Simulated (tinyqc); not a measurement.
Changing the thickness d: permeation of metal atoms or ions through a thin barrier or dielectric: time lag, field-aided drift and lifetime. Computed by tinyqc, a small Python program. Command: `OMP_NUM_THREADS=1 python tinyqc.py 3014733 3014734 out.jsonl barrier sweep`. One thread of a shared host (Intel(R) Xeon(R) Processor @ 2.30GHz), about 0.03 s of CPU time with the checks.

The film 0 < x < d is empty at first; C = C0 at x = 0 and C = 0 at x = d. dC/dt = D d2C/dx2.

Inputs (values chosen for the exercise, for a model case: neutral metal atoms through a barrier): prefactor D0 = 210 cm^2/s; activation energy E = 1.47 eV; concentration at the source side C0 = 5.4e+19 1/cm^3; charge number z = 0; voltage V (positive drives ions across) = 0 V; critical dose Q_c = 5e+12 1/cm^2; test temperature T = 150 C; use temperature T_u = 70 C.

Constants: k_B = 8.617333262e-05 eV/K.

Method:
- D = D0 exp(-E/(k_B T)); time scale d^2/D; Peclet number P = z V/(k_B T), k_B T in eV; 1 nm = 1e-7 cm.
- Temperatures in kelvin are T(C) + 273.15.
- Steady flux J = (D C0/d) P/(1 - exp(-P)); time lag in units of d^2/D: s_L = [P (1 + exp(-P))/(1 - exp(-P)) - 2]/P^2 (P = 0: J = D C0/d, s_L = 1/6).
- Dose through the film Q(s) = C0 d {f (s - s_L) - 2 exp(P/2) sum_(n=1..200) (-1)^n n^2 pi^2 exp(-l_n s)/l_n^2}, l_n = n^2 pi^2 + P^2/4, f = P/(1 - exp(-P)) the relative flux.
- Solve Q = Q_c for s. At the use temperature D and P take T_u, with the same C0 and V; 1 year = 3.15576e7 s.

One run for each value:
```
thickness d (nm)  failure time at T (s)  time lag (s)  s at the critical dose  steady flux J (1/(cm^2 s))
1.5                                27.0    5.7508e+00                 0.78386                  2.3475e+11
2.3                                46.1    1.3521e+01                 0.56850                  1.5310e+11
3.6                                83.6    3.3124e+01                 0.42068                  9.7813e+10
5.4                               147.7    7.4530e+01                 0.33036                  6.5209e+10
8.3                               278.0    1.7608e+02                 0.26313                  4.2425e+10
13.0                              552.5    4.3195e+02                 0.21319                  2.7087e+10
19.0                             1006.0    9.2268e+02                 0.18173                  1.8533e+10
30.0                             2108.9    2.3003e+03                 0.15280                  1.1738e+10
46.0                             4283.3    5.4083e+03                 0.13200                  7.6549e+09
```

Over the rows, failure time at T (s) rises from 27.0 to 4280 (exponent d ln y / d ln x 1.2 between the first rows and 1.7 between the last); time lag (s) rises from 5.75 to 5410 (exponent d ln y / d ln x about 2.0 throughout); s at the critical dose falls from 0.784 to 0.132 (exponent d ln y / d ln x -0.75 between the first rows and -0.34 between the last). The exponent of time lag stays at 2: the lag scales as d^2/D, with P independent of d.

Caution (all rows): a prefactor D0 above about 10 cm^2/s is far larger than atomic jumps allow; it only sets the time scale of the exercise. Caution (all rows): grain boundaries, pinholes, trapping and space charge are left out; thin real barriers usually fail at defects.
